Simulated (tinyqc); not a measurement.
# Semiconductor laser, carrier and photon rate equations, step by step

Numbers from tinyqc (`OMP_NUM_THREADS=1 python tinyqc.py 2840120 2840121 out.jsonl`; about 0.01 s on one thread of a shared Intel Xeon 2.30GHz). Printed values are rounded.

Carrier density N and photon density S in one mode: dN/dt = F1 = eta I/(q V) - (A N + B N^2 + C N^3) - vg g S; dS/dt = F2 = G vg g S + G be B N^2 - S/tp, with g = g0 ln(N/Ntr)/(1 + ec S). Output power P = Fo Eph S V/(G tp). No heating, no carrier transport.

Values chosen for this exercise: active volume V = 7.2e-12 cm^3; confinement factor G = 0.11; group velocity vg = 8.18e9 cm/s; gain coefficient g0 = 1100 1/cm; transparency density Ntr = 1.5e18 cm^-3; gain compression ec = 6.9e-18 cm^3; photon lifetime tp = 3.9 ps; defect recombination coefficient A = 1.2e8 1/s; radiative coefficient B = 5.1e-11 cm^3/s; Auger coefficient C = 1.2e-29 cm^6/s; share of spontaneous emission into the mode be = 2.5e-5; injection efficiency eta = 0.86; share of cavity losses that is output Fo = 0.68; photon energy Eph = 0.95 eV; drive current I = 3.1 mA; time step dt = 4 ps.

Constants: q = 1.602176634e-19 C. Results are converted to the units shown.

## Threshold

gth = 1/(G vg tp), Nth = Ntr exp(gth/g0), Ith = q V (A Nth + B Nth^2 + C Nth^3)/eta. Above it S is near G tp eta (I - Ith)/(q V). Carrier lifetime at threshold Nth/(A Nth + B Nth^2 + C Nth^3).

gth = 284.964 1/cm
Nth = 1.94356e18 cm^-3
Ith = 0.689427 mA
estimate of S = 7.70962e14 cm^-3
carrier lifetime = 3.78142 ns

## Iteration 1: steady state by Newton steps

(N, S) at the start (Nth and the estimate of S): N (1e18 cm^-3) 1.944, S (1e15 cm^-3) 0.771

Jacobian, with a = g0/(N (1 + ec S)) and d = g/(1 + ec S): J11 = -(A + 2 B N + 3 C N^2) - vg a S, J12 = -vg d, J21 = G vg a S + 2 G be B N, J22 = G vg d - 1/tp. Solve J d = -F and add d to (N, S).

F1, F2 (1e27 cm^-3/s): [0.00767295, -8.74989e-4]

J (1/ns):
```
           N         S
F1  -4.00410  -2308.40
F2  0.390475  -2.48641
```

(N, S) after iteration 1: N (1e18 cm^-3) 1.94624, S (1e15 cm^-3) 0.770443

## Iteration 2: steady state by Newton steps

As before.

F1, F2 (1e27 cm^-3/s): [9.66778e-6, -1.13008e-6]

J (1/ns):
```
           N         S
F1  -3.99802  -2318.66
F2  0.389746  -1.35803
```

(N, S) after iteration 2: N (1e18 cm^-3) 1.94624, S (1e15 cm^-3) 0.770442

## Course of the iteration: steady state by Newton steps

Stop when the largest change of (N, S) is below 1e-9, or after 40 iterations. N is counted in 1e18 and S in 1e15 cm^-3, and S must be positive.

Course of the iteration:
```
iteration  S (1e15 cm^-3)  largest |change| of one entry
1                0.770443                        2.24e-3
2                0.770442                        2.90e-6
3                0.770442                       5.24e-12
```

Converged in 3 iterations. The change falls from 0.0022 in the first iteration to below the tolerance in the last.

## Power, relaxation frequency, damping and bandwidth

N = 1.94624e18 cm^-3
S = 7.70442e14 cm^-3

Jacobian, with a = g0/(N (1 + ec S)) and d = g/(1 + ec S): J11 = -(A + 2 B N + 3 C N^2) - vg a S, J12 = -vg d, J21 = G vg a S + 2 G be B N, J22 = G vg d - 1/tp. wR^2 = det J, gamma = -trace J, fR = wR/(2 pi); the response wR^2/(wR^2 - w^2 + i gamma w) falls to 1/sqrt(2) at w^2 = x + sqrt(x^2 + wR^4), x = wR^2 - gamma^2/2 (f3dB = w/(2 pi)).

P = 1.33831 mW
fR = 4.79876 GHz
gamma = 5.35458 1/ns
f3dB = 7.41457 GHz

f3dB is 1.55 times fR (1.55 without damping). gamma/wR = 0.18: the response has a resonance peak.

## One Runge-Kutta step of a transient

(N, S) at the start: N (1e18 cm^-3) 1.985, S (1e15 cm^-3) 0.385

y = (N, S), k1 = F(y), k2 = F(y + dt k1/2), k3 = F(y + dt k2/2), k4 = F(y + dt k3), y(new) = y + dt (k1 + 2 k2 + 2 k3 + k4)/6.

slopes per ps, N in 1e18 and S in 1e15 cm^-3:
```
         dN/dt       dS/dt
k1  8.10139e-4  0.00775665
k2  7.67558e-4  0.00837991
k3  7.64618e-4  0.00838804
k4  7.18824e-4  0.00904185
```

(N, S) after the step: N (1e18 cm^-3) 1.98806, S (1e15 cm^-3) 0.418556
